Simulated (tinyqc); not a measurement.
Haynes-Shockley experiment: drift, diffusion and decay of a minority-carrier pulse: one step, computed by the program tinyqc.

A thin sheet of excess carriers is made at x = 0, t = 0 in a long uniform bar; injection is low, so the pulse moves with the minority mobility.

Question. The signal at the collector. dn(x, t) = N0/sqrt(4 pi D t) exp(-(x - v t)^2/(4 D t) - t/tau). At fixed x the signal peaks where d ln(dn)/dt = 0: a t^2 + t/2 - x^2/(4 D) = 0 with a = v^2/(4 D) + 1/tau. The full width at half maximum is found by solving dn(x, t) = peak/2 on both sides of the peak.

Inputs (values chosen for the exercise, modelled on holes in n-type silicon in a lightly doped bar):

| quantity | value | unit |
|---|---|---|
| lifetime tau | 58 | microsecond |
| temperature T | 300 | K |
| distance d to the collector | 0.42 | cm |
| injected sheet density N0 | 3.6e+09 | 1/cm^2 |

drift velocity v = 14416 cm/s

D = 10.96125 cm^2/s

Give: time of the peak t_p; peak density; width at half maximum.

Answer.

time of the peak t_p = 29.03 microsecond

peak density = 3.445e+10 1/cm^3

width at half maximum = 4.112 microsecond
